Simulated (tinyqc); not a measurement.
Metal-induced gap states at the contact of a metal chain and a two-band chain: sweeps and comparisons. A value that a table varies takes the place of the one given here.

The semiconductor alternates sites A at -Eg/2 and C at +Eg/2 with hopping -t; the gap runs from -Eg/2 to Eg/2. In the gap cosh(q a) = 1 + (Eg^2/4 - E^2)/(2 t^2) and the amplitude changes by -exp(-q a) a period. The metal has site energy 0 and hopping -tm; its end site has g_m = (E - i sqrt(4 tm^2 - E^2))/(2 tm^2). Sites 1, 2, ... count into the semiconductor, with energies e1, e2 alternating. The clean half chain has g1 = 1/(E - e1 - t^2 g2), g2 = 1/(E - e2 - t^2 g1), decaying root. With the contact G11 = 1/(1/g1 - tc^2 g_m), and the density on site j is -Im G_jj/pi = |psi_j/psi_1|^2 (-Im G11/pi), per spin, with psi_2/psi_1 = -t g2, psi_3/psi_2 = -t g1.

Constants: e^2/(4 pi eps0) = 14.39964547 eV angstrom.

Values chosen for the exercise (gap and optical dielectric constant near those of Ge; the chain itself is a model; shifted at random, so the results belong to these values and not to a real crystal):

| symbol | value | unit | meaning |
|---|---|---|---|
| Eg | 0.65 | eV | gap |
| t | 2.02 | eV | hopping in the semiconductor |
| tm | 2.13 | eV | hopping in the metal |
| tc | 2.78 | eV | hopping across the contact |
| end | A |  | site that touches the metal |
| a | 4 | angstrom | period (two sites); one chain for each area a^2 |
| eps | 15.4 |  | dielectric constant |
| E | 0.22 | eV | energy from mid-gap |

## Across the gap

E = f Eg. Share on C: the part of the summed density that lies on C sites, whose orbitals make the conduction edge.

Gap states:

| f | E (eV) | xi = 1/(2q) (angstrom) | D1 (1/eV) | D2 (1/eV) | sum (1/eV) | share on C |
|---|---|---|---|---|---|---|
| -0.48 | -0.312 | 44.40 | 0.0859 | 0.0017 | 1.0165 | 0.019 |
| -0.40 | -0.260 | 20.73 | 0.0825 | 0.0083 | 0.5173 | 0.092 |
| -0.30 | -0.195 | 15.55 | 0.0786 | 0.0173 | 0.4226 | 0.180 |
| -0.15 | -0.098 | 13.04 | 0.0722 | 0.0334 | 0.3997 | 0.316 |
| 0.00 | 0.000 | 12.44 | 0.0643 | 0.0548 | 0.4332 | 0.460 |
| 0.15 | 0.098 | 13.04 | 0.0537 | 0.0855 | 0.5272 | 0.614 |
| 0.30 | 0.195 | 15.55 | 0.0381 | 0.1339 | 0.7584 | 0.779 |
| 0.40 | 0.260 | 20.73 | 0.0227 | 0.1855 | 1.1861 | 0.891 |
| 0.48 | 0.312 | 44.40 | 0.0054 | 0.2514 | 2.9802 | 0.979 |

The decay length xi of the density is shortest at mid-gap, 12.44 angstrom, and grows to 44.4 near the edges. The summed density is least at f = -0.15 (0.3997) and largest at f = 0.48 (2.9802 1/eV). The share on C goes from 0.02 to 0.98 and passes one half near f = +0.039, a point that depends on which site ends the chain. The states turn from valence-like to conduction-like across the gap; the branch point, where the decay is fastest, lies at mid-gap in this symmetric chain and is the usual estimate of the neutrality level.

## Wider gaps pin less

E = 0; Eg is varied and eps follows 1 + (eps0 - 1)(Eg0/Eg), with the given Eg and eps as Eg0 and eps0. xi = 1/(2q), N = 2 (summed density)/a^2, S = 1/(1 + 4 pi e^2 N xi/eps).

Against the gap:

| Eg (eV) | eps | xi (angstrom) | summed density (1/eV) | S | S at fixed eps |
|---|---|---|---|---|---|
| 0.50 | 19.72 | 16.17 | 0.5583 | 0.088 | 0.070 |
| 0.75 | 13.48 | 10.79 | 0.3776 | 0.128 | 0.143 |
| 1.10 | 9.51 | 7.37 | 0.2624 | 0.179 | 0.260 |
| 1.50 | 7.24 | 5.42 | 0.1962 | 0.231 | 0.390 |
| 2.30 | 5.07 | 3.56 | 0.1322 | 0.323 | 0.591 |
| 3.40 | 3.75 | 2.44 | 0.0922 | 0.424 | 0.751 |
| 5.50 | 2.70 | 1.57 | 0.0578 | 0.568 | 0.882 |
| 9.00 | 2.04 | 1.04 | 0.0330 | 0.724 | 0.952 |

From Eg = 0.5 to 9 eV xi falls by a factor 15.5 and the summed density by 16.9, so at fixed eps S rises from 0.07 to 0.95. The weaker screening of wide-gap solids works against this: with it S goes from 0.09 to 0.72.

## Weakening the contact bond

At the given E, tc is varied, as by a thin spacer. xi = 1/(2q), N = 2 (summed density)/a^2, S = 1/(1 + 4 pi e^2 N xi/eps) with xi and eps kept.

Against tc:

| tc (eV) | D1 (1/eV) | summed density (1/eV) | S |
|---|---|---|---|
| 0.10 | 0.00006 | 0.00167 | 0.9603 |
| 0.25 | 0.00039 | 0.01042 | 0.7945 |
| 0.50 | 0.00157 | 0.04174 | 0.4912 |
| 0.80 | 0.00402 | 0.10693 | 0.2737 |
| 1.20 | 0.00897 | 0.23881 | 0.1444 |
| 1.80 | 0.01905 | 0.50704 | 0.0736 |
| 2.50 | 0.03012 | 0.80176 | 0.0478 |
| 3.50 | 0.03385 | 0.90100 | 0.0428 |

For a weak bond the density goes as tc^2 (ratio 6.25 between 0.25 and 0.1 eV, against 6.25). It is largest at tc = 3.5 eV among these rows, the end of the table; the peak may lie just before or beyond it. S is 0.960 at 0.1 eV and has its least value, 0.043, in that row.

## What each parameter does

xi = 1/(2q), summed density, and S = 1/(1 + 4 pi e^2 N xi/eps), N = 2 (summed density)/a^2. Each row changes one parameter from the base and keeps the others.

Results:

| case | xi (angstrom) | summed density (1/eV) | S |
|---|---|---|---|
| base | 16.898 | 0.87289 | 0.0441 |
| Eg = 0.715 eV | 14.348 | 0.70705 | 0.0629 |
| t = 2.222 eV | 18.586 | 0.84936 | 0.0413 |
| tm = 2.343 eV | 16.898 | 0.84074 | 0.0457 |
| tc = 3.058 eV | 16.898 | 0.90834 | 0.0425 |
| eps = 16.94 | 16.898 | 0.87289 | 0.0483 |
| end = C | 16.898 | 0.44497 | 0.0830 |

The largest shifts from the base row, up to three for each result and ties (the steps differ in size, so this ranks the rows, not the parameters). xi (angstrom): Eg -2.550, t +1.688; unchanged at the printed digits by tm, tc, eps and end. summed density (1/eV): end -0.42792, Eg -0.16584, tc +0.03545; unchanged at the printed digits by eps. S: end +0.0389, Eg +0.0188, eps +0.0042. The decay length belongs to the semiconductor alone; the metal and the contact set only the amplitude.

Program tinyqc; command `OMP_NUM_THREADS=1 python tinyqc.py 1451166 1451167 out.jsonl`; about 0.01 s on one thread of a shared Intel(R) Xeon(R) Processor @ 2.30GHz.
